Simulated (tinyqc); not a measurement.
Bias-temperature instability from a Gaussian distribution of capture and emission barriers: one step, computed by the program tinyqc.

Each trap has a capture time tau_0 exp(E_c/(k_B T)) under stress and an emission time tau_0 exp(E_e/(k_B T)) after it. E_c is Gaussian, and E_e = E_c + d with d Gaussian and independent. A trap counts as filled once t_s exceeds its capture time and as emptied once t_r exceeds its emission time.

Task: Recovery. Demarcation energies E_s = k_B T ln(t_s/tau_0), E_r = k_B T ln(t_r/tau_0); mean barrier mu = mu_c - k_F F; z = (E_s - mu)/sigma_c; Phi is the standard normal distribution. Temperatures in kelvin are T(C) + 273.15. Remaining shift dV = V_max int_(-infinity)^(E_s) g(E_c) [1 - Phi((E_r - E_c - delta)/sigma_d)] dE_c, g the Gaussian density of E_c (Gauss-Legendre, 120 points over 7 sigma_c below E_s).

Inputs (values chosen for the exercise, for a model p-channel transistor):

| quantity | value | unit |
|---|---|---|
| shift with all traps filled V_max | 260 | mV |
| spread of capture barriers sigma_c | 0.39 | eV |
| mean of E_e - E_c at the stress field, delta | -0.25 | eV |
| spread of E_e - E_c, sigma_d | 0.33 | eV |
| time constant tau_0 | 3e-09 | s |
| temperature T | 105 | C |
| stress time t_s | 2 | s |
| recovery time t_r | 0.0001 | s |

mean barrier mu = 1.3591 eV

shift without recovery dV0 = 9.607290 mV

Constants: k_B = 8.617333262e-05 eV/K.

Give: E_r; remaining shift dV; remaining share dV/dV0.

Result:

E_r = 0.33937 eV

remaining shift dV = 3.9688 mV

remaining share dV/dV0 = 0.41310

A measurement delay of t_r hides 59 % of the shift. Caution: part of the filled traps have an emission barrier near or below zero, which means only that they empty at once.
